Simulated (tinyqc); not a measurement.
Inside a calculation. Method: Luttinger-Kohn k.p, four valence bands. Computed by tinyqc, a small Python program that keeps every step. Settings: g1 = 3.53, g2 = 1.44, g3 = 1.66. Command: `OMP_NUM_THREADS=1 python tinyqc.py 27376 27377 out.jsonl` (the two numbers bound the seeds that draw the settings). One thread of a shared host (Intel(R) Xeon(R) Processor @ 2.60GHz), about 0.01 s of CPU time with the checks.

## Bloch Hamiltonian at k

Luttinger parameters chosen for this model; energies are counted downward from the top of the valence band:
```
parameter     value  unit
g1         3.530000
g2         1.440000
g3         1.660000
```

k point k (1/angstrom): [0.0480, -0.0090, -0.0150]

P = c g1 k^2, Q = c g2 (kx^2 + ky^2 - 2 kz^2), R = c sqrt3 [-g2 (kx^2 - ky^2) + 2i g3 kx ky], S = 2 c sqrt3 g3 (kx - i ky) kz, c = hbar^2/2m = 3.809982 eV angstrom^2; rows [P+Q, -S, R, 0], [-S*, P-Q, 0, R], [R*, 0, P-Q, S], [0, R*, S*, P+Q]. The path ends lie at |k| = 0.03 1/angstrom.

H(k) at k (eV), order 3/2, 1/2, -1/2, -3/2:
$$\begin{pmatrix}
0.0457 & 0.0158+0.0030i & -0.0211-0.0095i & 0.0000 \\
0.0158-0.0030i & 0.0245 & 0.0000 & -0.0211-0.0095i \\
-0.0211+0.0095i & 0.0000 & 0.0245 & -0.0158-0.0030i \\
0.0000 & -0.0211+0.0095i & -0.0158+0.0030i & 0.0457
\end{pmatrix}$$

## Levels at k

Diagonalise the Hermitian matrix.

eigenvalues (eV): [0.0050, 0.0050, 0.0652, 0.0652]

## Bands along a path

The same steps at evenly spaced points between the labelled ones.

Bands along the path (eV):
```
k               band 1    band 2  band 3  band 4
[111]           0.0007    0.0007  0.0235  0.0235
[111]-G 0.33  3.20e-04  3.20e-04  0.0104  0.0104
[111]-G 0.67  8.00e-05  8.00e-05  0.0026  0.0026
G               0.0000    0.0000  0.0000  0.0000
G-[100] 0.33  2.48e-04  2.48e-04  0.0024  0.0024
G-[100] 0.67    0.0010    0.0010  0.0098  0.0098
[100]           0.0022    0.0022  0.0220  0.0220
```

## Hole masses

E = c [g1 k^2 -/+ 2 sqrt(g2^2 k^4 + 3 (g3^2 - g2^2)(kx^2 ky^2 + ky^2 kz^2 + kz^2 kx^2))] with c = hbar^2/2m, and m* = hbar^2 k^2 / (2 E).

Masses (electron masses):
```
direction   heavy   light
[100]      1.5385  0.1560
[110]      3.1812  0.1482
[111]      4.7619  0.1460
```
